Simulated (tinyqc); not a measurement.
Changing the growth temperature T_g: self-consistent Fermi level with native defects, at growth and after a quench. Computed by tinyqc, a small Python program. Command: `OMP_NUM_THREADS=1 python tinyqc.py 3001903 3001904 out.jsonl scfermi sweep`. One thread of a shared host (Intel(R) Xeon(R) Processor @ 2.30GHz), about 0.1 s of CPU time with the checks.

Energies are counted from the top of the valence band (VBM); when the gap shrinks with temperature the conduction band moves and the levels stay. The added dopant is taken as fully ionised. D and A draw on one reservoir with opposite signs, as the two vacancies of a compound do.

Inputs (values chosen for the exercise, for a model semiconductor): gap E_g at 300 K = 3.43 eV; slope -dE_g/dT above 300 K = 0.00037 eV/K; electron mass m_e = 0.419 m_0; valleys M_c = 3; hole mass m_h = 1.54 m_0; E_f of the neutral native donor D = 2.231 eV; E_f of the neutral native acceptor A = 5.509 eV; shift s of the chemical potential = 0.24 eV; site density N_s = 2.4e+22 cm^-3; dopant density N_X = 9.3e+18 cm^-3; temperature of use T = 300 K.

Added shallow dopant: acceptor.

levels of D above the VBM, most positive state first (eV): [1.59]

levels of A above the VBM, (0/-1) first (eV): [0.224, 0.34]

Constants: m_0 = 9.1093837015e-31 kg; k_B = 1.380649e-23 J/K; h = 6.62607015e-34 J s; k_B = 8.617333262e-05 eV/K.

Method:
- E_f(D, 0) = input + s and E_f(A, 0) = input - s; E_f(q, E_F = 0) follows from the levels, eps(q/q-1) = E_f(q - 1) - E_f(q) at E_F = 0.
- E_g(T) = E_g - slope x max(0, T - 300 K).
- N_c = 2 M_c (2 pi m_e k_B T/h^2)^(3/2) and N_v = 2 (2 pi m_h k_B T/h^2)^(3/2), masses in units of m_0.
- At growth T = T_g.
- n = N_c F_1/2((E_F - E_g)/k_B T), p = N_v F_1/2(-E_F/k_B T).
- F_1/2(eta) = (2/sqrt(pi)) int_0^infinity sqrt(x)/(1 + exp(x - eta)) dx, by the trapezoid rule in t = sqrt(x) with step 0.02 up to t = 12 (for eta < -12 by exp(eta) - exp(2 eta)/2^(3/2)).
- In equilibrium c_q = N_s exp(-(E_f(q, 0) + q E_F)/k_B T).
- Net charge = p - n + sum q c_q - N_X; the log ratio is ln(positive charge/negative charge).
- E_F is the root of the log ratio, by 50 bisections between -0.5 eV and E_g + 0.5 eV.
- After a quench the totals of D and A stay as grown, and each is shared among its charge states with weights exp(-(E_f(q, 0) + q E_F)/k_B T).

One run for each value; columns: (1) growth temperature T_g (K); (2) total D (cm^-3); (3) total A (cm^-3); (4) E_F at growth (eV); (5) E_F after the quench (eV); (6) n after the quench (cm^-3); (7) p after the quench (cm^-3):
```
(1)          (2)         (3)      (4)       (5)         (6)         (7)
860   6.6796e+15  7.9696e-09  0.23764  0.040657  2.3527e-38  9.2933e+18
980   2.3440e+16  8.2081e-05  0.28771  0.040707  2.3572e-38  9.2766e+18
1100  6.1147e+16  1.3531e-01  0.33993  0.040819  2.3675e-38  9.2389e+18
1200  1.1560e+17  2.3349e+01  0.38507  0.040982  2.3825e-38  9.1844e+18
1300  1.9553e+17  1.9648e+03  0.43170  0.041224  2.4048e-38  9.1045e+18
1500  4.3761e+17  2.7440e+06  0.52955  0.041966  2.4749e-38  8.8624e+18
1600  5.9712e+17  5.5020e+07  0.58079  0.042466  2.5232e-38  8.7029e+18
1700  7.7776e+17  7.9859e+08  0.63355  0.043042  2.5801e-38  8.5222e+18
```

Describe and explain the trends.

Over the rows, total D (cm^-3) rises from 6.68e15 to 7.78e17 (exponent d ln y / d ln x 9.6 between the first rows and 4.4 between the last); total A (cm^-3) rises from 7.97e-9 to 7.99e8 (exponent d ln y / d ln x 71 between the first rows and 44 between the last); E_F at growth (eV) rises from 0.238 to 0.634 (exponent d ln y / d ln x about 1.4 throughout). Lines through ln c against 1/(k_B T_g) give apparent energies of 0.71 eV for D and 5.88 eV for A; they include the movement of E_F with T_g.

Caution (all rows): in a wide-gap host the dopant, above all an acceptor, may be only partly ionised at the temperature of use; the carrier density is then overstated.
